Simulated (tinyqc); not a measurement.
# Charge centroid from charge and shift

Inverse problem. A sheet of N electrons in the storage layer of a charge-trap cell shifts the threshold by U = (q/eps0) N (tb/eb + xc tn/en). Find xc and the distance xc tn from the blocking layer.

Values chosen for this exercise:
- tn = 8.5 nm (storage layer)
- en = 7.3 (its relative permittivity)
- tb = 10.7 nm (blocking layer)
- eb = 9 (its relative permittivity)

Constants: q = 1.602176634e-19 C, eps0 = 8.8541878128e-14 F/cm where lengths are in cm. Results are converted to the units shown.

N = 1e13 cm^-2
U = 3.1205145 V

Solution. U eps0/(q N) is the electrical distance from the gate; subtract that of the blocking layer.

xc = 0.4600
distance = 3.910 nm

Program tinyqc, `OMP_NUM_THREADS=1 python tinyqc.py 2130163 2130164 out.jsonl`; Intel Xeon 2.30GHz, shared host, one thread, about 0.08 s.
